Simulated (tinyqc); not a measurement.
What the corrections do to the levels: formation energy of a charged point defect from supercell energies. Computed by tinyqc, a small Python program. Command: `OMP_NUM_THREADS=1 python tinyqc.py 3004697 3004698 out.jsonl formation walk`. One thread of a shared host (Intel(R) Xeon(R) Processor @ 2.30GHz), about 0.01 s of CPU time with the checks.

The host is a compound AB. Making the defect adds n_A = -1, n_B = 0 atoms to the cell. All total energies are inputs. E_F is counted from the valence-band maximum (VBM); x = 0 is A-rich and x = 1 B-rich growth.

Inputs (values chosen for the exercise, with gap and screening modelled on 4H-SiC):
```
quantity                      value      unit
E_VBM of the host cell         1.78        eV
potential alignment dV        0.078        eV
dielectric constant eps        9.63         -
cell length L                  21.3  angstrom
mu_A of the pure element     -1.353        eV
formation enthalpy dH of AB   -1.47        eV
growth condition x              0.6         -
```

Defect: vacancy of A. Supercell lattice: sc.

charge states q: 2  1  0  -1  -2

E(defect, q) - E(host), in the order of q (eV): -2.668  0.193  3.861  6.85  10.94

Constants: e^2/(4 pi eps_0) = 14.39964548 eV angstrom.

Method:
- dmu_A = x dH and dmu_B = (1 - x) dH, so that dmu_A + dmu_B = dH; mu = mu(element) + dmu.
- The reservoir term is sum n_i mu_i.
- Image-charge correction of a point charge in a neutralising background: E_corr = q^2 alpha e^2/(4 pi eps_0) / (2 eps L), alpha = 2.837297 for a sc array with L the cube root of the volume.
- E_f(q, E_F) = [E(defect, q) - E(host)] - sum n_i mu_i + q (E_VBM + dV + E_F) + E_corr(q).
- Levels eps(q/q-1) with the terms q dV and E_corr left out or kept.

E_f(q, 0) (eV): (q=+2) -0.78864, (q=+1) -0.08441, (q=0) 1.62600, (q=-1) 2.85659, (q=-2) 5.38736

E_corr (eV): (q=+2) 0.398365, (q=+1) 0.099591, (q=0) 0.000000, (q=-1) 0.099591, (q=-2) 0.398365

Levels above the VBM (eV):
```
level      raw  with alignment  with image charge  with both
(+2/+1)  1.081           1.003             0.7822     0.7042
(+1/0)   1.888           1.810             1.7884     1.7104
(0/-1)   1.209           1.131             1.3086     1.2306
(-1/-2)  2.310           2.232             2.6088     2.5308
```

What follows from these numbers?

Alignment moves every level by -dV = -0.078 eV. The image term moves eps(q/q-1) by (1 - 2q) E_corr(1): (+2/+1) by -0.299, (+1/0) by -0.100, (0/-1) by +0.100, (-1/-2) by +0.299 eV, donor levels down and acceptor levels up. It adds 2 E_corr(1) = 0.199 eV to every U. Caution: E_f at E_F = 0 is negative for at least one charge state, so in equilibrium E_F cannot reach the valence-band maximum.

Extremes, crossings and ranges named in words are read from the listed rows.
